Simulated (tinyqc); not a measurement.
What each parameter does: Kronig-Penney superlattice by transfer matrices.

Wells (width a, potential 0, mass mw) alternate with barriers (width b, height V0, mass mb); period d = a + b; c = hbar^2/2m0. The vector (psi, psi'/m) is continuous, and a layer of thickness t carries it by M = [[cos kt, (m/k) sin kt], [-(k/m) sin kt, cos kt]] with k = sqrt(m (E - V)/c); for E < V, k = i kappa gives [[cosh, (m/kappa) sinh], [(kappa/m) sinh, cosh]] of kappa t. A Bloch state obeys cos(q d) = tr(Mb Mw)/2.

Constants: hbar^2/2m0 = 3.80998211 eV angstrom^2.

Inputs chosen for the exercise (near those of an InGaAs superlattice with barriers of InP; the results hold for these values, not for the real material): a = 81 angstrom (well width); b = 29 angstrom (barrier width); V0 = 0.238 eV (barrier height); mw = 0.04 m0 (mass in the wells); mb = 0.081 m0 (mass in the barriers).

Bottom and width of the first miniband, the gap above it, and m_z = -2 c f'/d^2 with f = tr M/2. Each row changes one parameter from the base and keeps the others.

Results:

| case | bottom (eV) | width (meV) | gap (meV) | m_z (m0) |
|---|---|---|---|---|
| base | 0.0414 | 20.4 | 117.6 | 0.0798 |
| a = 89 angstrom | 0.0372 | 17.2 | 105.8 | 0.0814 |
| b = 25 angstrom | 0.0389 | 26.4 | 111.3 | 0.0700 |
| V0 = 0.274 eV | 0.0451 | 18.0 | 128.3 | 0.0874 |
| mw = 0.044 m0 | 0.0404 | 19.1 | 111.2 | 0.0853 |
| mb = 0.0688 m0 | 0.0422 | 24.4 | 113.1 | 0.0694 |

The largest shifts from the base row, up to three for each result and ties (the steps differ in size, so this ranks the rows, not the parameters). bottom (eV): a -0.0042, V0 +0.0037, b -0.0025. width (meV): b +6.0, mb +4.0, a -3.2. gap (meV): a -11.8, V0 +10.7, mw -6.5. m_z (m0): mb -0.0104, b -0.0098, V0 +0.0076.

Program tinyqc; command `OMP_NUM_THREADS=1 python tinyqc.py 1281919 1281920 out.jsonl`; about 0.06 s on one thread of a shared Intel(R) Xeon(R) Processor @ 2.30GHz.
